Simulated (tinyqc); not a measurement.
Ballistic Schottky-barrier transistor with a one-dimensional channel, WKB contacts: ambipolar transfer curve.

Source Fermi level 0, drain Fermi level -Vd. Far from the contacts Ec = pn - psi, and the gate moves psi one to one; the band edges relax as exp(-x/lam) from pn at the source and pn - Vd at the drain; Ev = Ec - Eg. A carrier of energy w inside the channel band meets at a contact a barrier of height D (the contact edge beyond the channel edge): T = 1 for w >= D, else exp(-S), S = 4 lam sqrt(m/C) [sqrt(D - w) - sqrt(w) arctan sqrt((D - w)/w)], C = hbar^2/(2 m0). The two contacts combine as Ts Td/(Ts + Td - Ts Td).

I = g (2 q^2/h) int T(w) [f(Es + w) - f(Ed + w)] dw, f(y) = 1/(1 + exp(y/Vt)). Electrons: Ds = psi, Dd = psi - Vd, Es = Ec, Ed = Ec + Vd. Holes: Ds = -psi, Dd = Vd - psi, Es = -Ev, Ed = -Ev - Vd. The size of each current is taken; both flow from drain to source and add. The integrals are converged. Swing = d(psi)/d(log10 I).

Values chosen for this exercise; channel values close to those of a silicon nanowire with silicide contacts: temperature T = 300 K; band gap Eg = 1.12 eV; barrier for electrons at both contacts pn = 0.89 eV; electron mass mn = 0.2 m0; hole mass mp = 0.25 m0; valleys or subbands g = 2; screening length at the contacts lam = 4.4 nm; drain bias Vd = 0.1 V.

Constants: q = 1.602176634e-19 C, kB = 1.380649e-23 J/K, hbar = 1.054571817e-34 J s, h = 6.62607015e-34 J s, m0 = 9.1093837015e-31 kg, Vt = kB T/q, hbar^2/(2 m0) = 0.0380998212 eV nm^2. Results are converted to the units shown.

Ambipolar transfer curve:
```
ps (V)  electrons (uA)  holes (uA)     I (uA)  swing (mV/decade)
-0.18        4.153e-18     0.01796    0.01796             -186.3
-0.07        2.926e-16    0.004616   0.004616             -190.8
0.04         8.428e-15    0.001263   0.001263             -193.7
0.15         3.455e-14    7.758e-5   7.758e-5             -59.53
0.26         1.549e-13    1.101e-6   1.101e-6             -59.53
0.37         8.025e-13    1.563e-8   1.563e-8             -59.53
0.48         4.897e-12   2.218e-10  2.267e-10             -61.44
0.59         3.487e-11   3.148e-12  3.802e-11              167.5
0.71         3.445e-10   3.035e-14  3.445e-10              117.2
0.82          3.149e-9   4.308e-16   3.149e-9              112.0
0.93          3.148e-8   6.114e-18   3.148e-8              108.5
1.04          3.210e-7   8.678e-20   3.210e-7              111.7
```

I goes from 0.0180 through a minimum of 3.80e-11 (at ps = 0.59 V among the rows listed) to 3.21e-7 uA; the exact minimum lies at psi = 0.561 V. Holes carry the left branch and electrons the right. The ratio of the last row to the smallest is 8440 and of the first row 4.73e8, with barriers of 0.89 eV for electrons and 0.230 eV for holes. The steepest swing among the rows is 59.5 mV/decade, against the thermionic limit 59.5.

Range of the model: No scattering, image-force lowering, channel charge or band-to-band tunnelling; parabolic kappa overstates S deep in the gap.

tinyqc, about 0.04 s, one thread, Intel Xeon 2.30GHz (shared host): `OMP_NUM_THREADS=1 python tinyqc.py 2390145 2390146 out.jsonl`
